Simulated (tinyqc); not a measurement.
Double-gate transistor below threshold, two-dimensional Poisson equation on a small mesh: one step of the calculation.

Half of a symmetric double-gate structure: row 0 is the mid-plane of the body, where the normal field vanishes. Mobile charge is neglected (subthreshold), the body is fully depleted, and potentials are counted from the intrinsic level; rows run upward to the gate, columns from source to drain.

Problem. Coefficients of the five-point equations. Mesh: rows i = 0..2 in the semiconductor (step hs = tb/2, row 2 on the interface), then 2 step(s) ho = tox/2 up to the gate row 4; columns j = 0..6 (step hy = L/6). Box integration, divided by eps0: up_i = eps hy/h of the interval above row i, dn_i = that of the interval below (0 for row 0), lat_i = (sum of eps h/2 over the intervals above and below)/hy, s_i = -q Na w_i hy/eps0 with w_i the semiconductor height of the box (hs/2 for row 0 and the interface row, hs between, 0 in the insulator). Each free node obeys (up + dn + 2 lat) psi = up psi(above) + dn psi(below) + lat [psi(left) + psi(right)] + s.

Inputs (values chosen for the exercise); semiconductor permittivity close to that of germanium: relative permittivity of the semiconductor eps_r = 15.7; relative permittivity of the insulator eox = 9; half the body thickness tb = 5 nm; insulator thickness tox = 2.7 nm; channel length L = 38 nm; acceptor density of the depleted body Na = 0 cm^-3.

Constants: q = 1.602176634e-19 C, eps0 = 8.8541878128e-14 F/cm where lengths are in cm. Results are converted to the units shown.

Give: up; dn; lat; s.

Solution.

```
row,up,dn,lat,s (V)
0,39.77,0,3.099,0
1,39.77,39.77,6.197,0
2,42.22,39.77,4.058,0
3,42.22,42.22,1.918,0
```

tinyqc, about 0.1 s, one thread, Intel Xeon 2.30GHz (shared host): `OMP_NUM_THREADS=1 python tinyqc.py 2480031 2480032 out.jsonl`
